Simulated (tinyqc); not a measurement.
From results back to parameters: localisation in a chain with random site energies (transfer matrices). Four cases, with inputs chosen for the exercise.

Problem. In the localised range mean ln T = c - 2N/xi, xi being the localisation length in sites, and site energies spread evenly over a width W give xi = 24 (4t^2 - E^2)/W^2 for weak disorder. The two means come from a hidden xi.

Case 1.

Values chosen: t = 1.79 eV (hopping); E = -1.6 eV (energy); N1 = 75 (first length); N2 = 243 (second length).

mean ln T: N1 -5.38871, N2 -16.22742

Case 2.

Values chosen: t = 1.02 eV (hopping); E = -1.21 eV (energy); N1 = 64 (first length); N2 = 126 (second length).

mean ln T: N1 -5.16455, N2 -9.67364

Case 3.

Values chosen: t = 1.59 eV (hopping); E = -2.47 eV (energy); N1 = 77 (first length); N2 = 183 (second length).

mean ln T: N1 -7.69902, N2 -18.09118

Case 4.

Values chosen: t = 1.72 eV (hopping); E = -2.4 eV (energy); N1 = 79 (first length); N2 = 273 (second length).

mean ln T: N1 -9.59576, N2 -33.11091

Find: xi; W.

Solution. The slope gives xi = 2 (N2 - N1)/(difference of the means), and W = sqrt(24 (4t^2 - E^2)/xi).

Case 1.

xi = 31.0 sites
W = 2.82 eV

Case 2.

xi = 27.5 sites
W = 1.53 eV

Case 3.

xi = 20.4 sites
W = 2.17 eV

Case 4.

xi = 16.5 sites
W = 2.97 eV

Computed by tinyqc, one run a case: `OMP_NUM_THREADS=1 python tinyqc.py N N+1 out.jsonl` with N = 1481523, 1481579, 1481608, 1481643; one thread of a shared Intel(R) Xeon(R) Processor @ 2.30GHz, about 0.09 s a run at most.
